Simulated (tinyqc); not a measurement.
# From one set of inputs to another, one input at a time

Model: five-frequency model of solute diffusion by vacancies in an fcc metal. Computed by tinyqc, a small Python program. Command: `OMP_NUM_THREADS=1 python tinyqc.py 3025855 3025856 out.jsonl fivefreq ladder`. One thread of a shared host (Intel(R) Xeon(R) Processor @ 2.30GHz), about 0.01 s of CPU time with the checks.

A vacancy next to the solute exchanges with it (w2), jumps to one of 4 sites that also neighbour the solute (w1) or to one of 7 that do not (w3); w4 is the reverse of w3 and w0 the host jump.

The inputs printed are set A. Inputs not listed in the table keep their values of set A, so the rows need not describe a real material.

Inputs (values chosen for the exercise, for a model solute in a host close to silver):
```
quantity                                      value      unit
barrier E0 (host jump)                        0.642        eV
barrier E1 (vacancy circles the solute)       0.741        eV
barrier E2 (exchange)                          0.42        eV
barrier E3 (dissociation)                     0.766        eV
binding energy E_b (positive for attraction)   0.14        eV
vacancy formation energy E_f                   1.11        eV
formation entropy S_f                           2.2       k_B
attempt frequency nu                            3.1       THz
lattice constant a                             4.09  angstrom
temperature T                                   712         K
```

Constants: k_B = 8.617333262e-05 eV/K.

Method:
- w_i = nu exp(-E_i/(k_B T)); detailed balance gives E4 = E3 - E_b.
- Manning: with y = w4/w0, 7F = 7 - (10 y^4 + 180.5 y^3 + 927 y^2 + 1341 y)/(2 y^4 + 40.2 y^3 + 254 y^2 + 597 y + 436); f2 = (2 w1 + 7F w3)/(2 w2 + 2 w1 + 7F w3).
- The mean cosine between successive solute jumps follows from f2 = (1 + c)/(1 - c).
- c_v = exp(S_f - E_f/(k_B T)); host D0 = a^2 c_v w0 x 0.7815; solute D2 = a^2 c_v exp(E_b/(k_B T)) w2 f2; 1 angstrom^2 = 1e-16 cm^2.

Each row keeps all changes above it:
```
input moved                                    from     to  correlation factor f2  solute diffusivity D2 (cm^2/s)  ratio D2/D0
set A                                             -      -                0.01377                      9.3408e-14       6.4335
barrier E3 (dissociation) (eV)                0.766   1.17                0.00533                      3.6165e-14       2.4909
temperature T (K)                               712   1090                0.03286                      5.7555e-10       1.9839
attempt frequency nu (THz)                      3.1      9                0.03286                      1.6709e-09       1.9839
barrier E2 (exchange) (eV)                     0.42  0.823                0.71269                      4.9640e-10       0.5894
vacancy formation energy E_f (eV)              1.11   1.73                0.71269                      6.7479e-13       0.5894
barrier E1 (vacancy circles the solute) (eV)  0.741   1.24                0.08944                      8.4682e-14       0.0740
barrier E0 (host jump) (eV)                   0.642   1.04                0.06919                      6.5507e-14       3.9603
```

Which inputs carry the difference?

Correlation factor f2 goes from 0.0138 to 0.0692, a factor 5.02 in all. The largest single move comes from barrier E2 (exchange) (a factor 21.7), and barrier E1 (vacancy circles the solute) works against it (a factor 0.125). Solute diffusivity D2 goes from 9.34e-14 to 6.55e-14, a factor 0.701 in all. The largest single move comes from temperature T (a factor 15900), but it runs against the net change; the largest move in the direction of the net change is vacancy formation energy E_f (a factor 0.00136). Ratio D2/D0 goes from 6.43 to 3.96, a factor 0.616 in all. The largest single move comes from barrier E0 (host jump) (a factor 53.5), but it runs against the net change; the largest move in the direction of the net change is barrier E1 (vacancy circles the solute) (a factor 0.125). The single moves hold for this order of the switches; the total does not depend on the order.

Extremes, crossings and ranges named in words are read from the listed rows.
